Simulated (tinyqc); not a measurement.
Changing the misfit strain u_m: Landau-Devonshire theory of a uniaxial ferroelectric. Computed by tinyqc, a small Python program. Command: `OMP_NUM_THREADS=1 python tinyqc.py 3029015 3029016 out.jsonl ferro sweep`. One thread of a shared host (Intel(R) Xeon(R) Processor @ 2.30GHz), about 0.01 s of CPU time with the checks.

G(P) = (alpha/2) P^2 + (beta*/4) P^4 + (gamma/6) P^6 - E P per volume, SI units, one domain, P along the polar axis, which is normal to the film.

Inputs (values chosen for the exercise, modelled on barium titanate):

| quantity | value | unit |
|---|---|---|
| alpha_0 | 669000 | J m/(C^2 K) |
| Curie-Weiss temperature T0 | 381 | K |
| beta | -7.96e+08 | J m^5/C^4 |
| gamma | 1.61e+10 | J m^9/C^6 |
| temperature T | 355 | K |
| electrostriction Q12 | -0.043 | m^4/C^2 |
| compliance s11 + s12 | 5.6e-12 | m^2/N |

Sample: epitaxial film.

Constants: eps_0 = 8.8541878128e-12 F/m.

Method:
- alpha = alpha_0 (T - T0*), with clamping: T0* = T0 + 4 Q12 u_m/(alpha_0 (s11 + s12)), beta* = beta + 4 Q12^2/(s11 + s12).
- Ps^2 = [-beta* + sqrt(beta*^2 - 4 alpha gamma)]/(2 gamma).
- chi = 1/(eps_0 G''), G'' = alpha + 3 beta* P^2 + 5 gamma P^4 at Ps. Ps, chi and the coercive field are for perfect screening, without a depolarising field. The intrinsic coercive field is |alpha P + beta* P^3 + gamma P^5| at the P_c where G'' = 0. 1 C/m^2 = 100 microcoulomb/cm^2.

One run for each value:

| misfit strain u_m | T0* (K) | spontaneous polarisation Ps (microcoulomb/cm^2) | susceptibility chi | intrinsic coercive field (MV/m) |
|---|---|---|---|---|
| -0.024 | 1482.9 | 44.811 | 40.2 | 173.15 |
| -0.020 | 1299.2 | 42.714 | 48.4 | 137.65 |
| -0.016 | 1115.6 | 40.277 | 60.6 | 104.03 |
| -0.012 | 931.9 | 37.335 | 80.8 | 72.63 |
| -0.008 | 748.3 | 33.552 | 120.9 | 44.00 |
| -0.004 | 564.6 | 28.009 | 235.9 | 19.15 |
| 0.000 | 381.0 | 14.280 | 2344.3 | 1.09 |

What does the table show, and why?

Over the rows, T0* (K) falls from 1480 to 381; spontaneous polarisation Ps (microcoulomb/cm^2) falls from 44.8 to 14.3; susceptibility chi rises from 40.2 to 2340. T0* moves linearly, by 459 K for each per cent of compression, since Q12 < 0. Under tension P would turn into the plane, which this one-component model cannot show. Left out: 0.00400 (T lies above T0*).

Caution (rows -0.0240, -0.0200, -0.0160, -0.0120): the strain shifts T0 by more than 500 K here, which is beyond the range where constant coefficients hold. Caution (rows -0.0240, -0.0200, -0.0160, -0.0120, -0.00800): far below T0* the expansion with linear alpha(T) is only a fit.
